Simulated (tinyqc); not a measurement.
Octagonal on-chip spiral inductor, lumped pi model: one step of the calculation.

Outer diameter do = di + 2 n wd + 2 (n - 1) sp, mean da = (do + di)/2, fill p = (do - di)/(do + di), length l = 3.314 n da. L = 2.25 mu0 n^2 da/(1 + 3.55 p), mu0 = 4 pi 1e-7 H/m. Rs = rho l/(wd delta (1 - exp(-th/delta))), delta = sqrt(rho/(pi f mu0)). Cs = n wd^2 eps0 eo/hu across the coil. At each end Cox = l wd eps0 eo/(2 ho) leads to the substrate branch Rsi = 2 rs he/(l wd) in parallel with Csi = l wd eps0 11.7/(2 he). With one end grounded Y = 1/(Rs + i w L) + i w Cs + 1/[1/(i w Cox) + 1/(1/Rsi + i w Csi)], w = 2 pi f; Q = -Im Y/Re Y. Eddy currents in neighbouring turns and in the substrate are left out.

Problem. Geometry and model elements. do, l, L, delta, Rs, Cs, Cox, Rsi and Csi as defined.

Values chosen for this exercise; values of the order met in silicon radio-frequency processes:
```
symbol,value,unit,meaning
n,2.5,,number of turns
wd,4,um,line width
sp,3,um,space between turns
di,140,um,inner diameter
th,4,um,metal thickness
rho,1.9,uohm cm,metal resistivity
ho,9.8,um,oxide below the coil
hu,0.7,um,oxide between coil and underpass
eo,4.1,,relative permittivity of the oxide
rs,100,ohm cm,substrate resistivity
he,80,um,effective spreading depth in the substrate
f,0.88,GHz,frequency
```

Constants: eps0 = 8.8541878128e-12 F/m. Results are converted to the units shown.

Find: do; l; L; delta; Rs; Cs; Cox; Rsi; Csi.

Solution.

do = 169.0 um
l = 1280 um
L = 2.048 nH
delta = 2.339 um
Rs = 3.174 ohm
Cs = 2.074 fF
Cox = 9.483 fF
Rsi = 3.125e4 ohm
Csi = 3.315 fF

Numbers from tinyqc (`OMP_NUM_THREADS=1 python tinyqc.py 2302066 2302067 out.jsonl`; about 0.01 s on one thread of a shared Intel Xeon 2.30GHz).
